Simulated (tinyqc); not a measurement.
Metal gate on a two-layer dielectric stack with fixed charge and a dipole: flat band against the thickness t2.

Gate, layer 2, layer 1, p-type semiconductor; x runs from the gate inwards. Charges are counted in units of +q. psi is the band bending at the surface, positive towards inversion. Classical charge, Boltzmann statistics, no interface traps.

EOT = 3.9 (t1/e1 + t2/e2), Cox = eps0/(t1/e1 + t2/e2); phi_ms = pM - (chi + Eg - Vt ln(Nv/Na)). Vfb = phi_ms + Vd - (q/eps0) [Q1 (t1/e1 + t2/e2) + Q2 t2/e2 + r1 (t1^2/(2 e1) + t1 t2/e2) + r2 t2^2/(2 e2)]: each charge counts with its electrical distance from the gate. ni = sqrt(Nc Nv) exp(-Eg/(2 Vt)), Eg in volts, pB = Vt ln(Na/ni), Vth = Vfb + 2 pB + sqrt(4 q eps0 eps_r Na pB)/Cox.

Values chosen for this exercise; band and dielectric values close to those of silicon, layer 1 close to silicon dioxide, layer 2 close to hafnium oxide:
```
symbol    value   unit                                               meaning
T           300      K                                           temperature
Eg         1.11     eV                                              band gap
eps_r      11.7                                        relative permittivity
Nc      2.84e19  cm^-3                conduction-band density of states at T
Nv      2.63e19  cm^-3                   valence-band density of states at T
chi        4.13     eV                                     electron affinity
Na         8e16  cm^-3                                      acceptor density
pM         4.64     eV                       work function of the gate metal
t1          0.4     nm       thickness of layer 1, next to the semiconductor
e1         3.75                             relative permittivity of layer 1
e2         22.8                             relative permittivity of layer 2
Q1       6.1e11  cm^-2           fixed charge at the semiconductor interface
Q2       3.7e11  cm^-2                       fixed charge between the layers
r1       8.1e18  cm^-3                     uniform charge density in layer 1
r2       6.4e17  cm^-3                     uniform charge density in layer 2
Vd            0      V  flat-band shift by a dipole layer between the layers
```

Constants: q = 1.602176634e-19 C, kB = 1.380649e-23 J/K, Vt = kB T/q, eps0 = 8.8541878128e-14 F/cm where lengths are in cm. Results are converted to the units shown.

Flat band against the thickness t2:
```
t2 (nm),EOT (nm),Vfb (V),Vth (V)
1,0.5871,-0.4757,0.3576
2.3,0.8094,-0.4902,0.3525
3.6,1.032,-0.5056,0.3465
4.9,1.254,-0.5219,0.3397
6.1,1.459,-0.5377,0.3326
7.4,1.682,-0.5556,0.3242
8.7,1.904,-0.5743,0.3148
10,2.127,-0.5940,0.3046
```

Vfb falls from -0.476 to -0.594 V and Vth falls from 0.358 to 0.305 V. The slope dVfb/dEOT is -65.4 mV/nm between the first two rows and -88.3 between the last two: the charge inside the growing layer bends the line. A line through the end rows meets EOT = 0 at -0.431 V, against phi_ms + Vd = -0.450 V; an effective work function read from it is off by 19.6 mV from pM.

Program tinyqc, `OMP_NUM_THREADS=1 python tinyqc.py 2010163 2010164 out.jsonl`; Intel Xeon 2.30GHz, shared host, one thread, about 0.01 s.
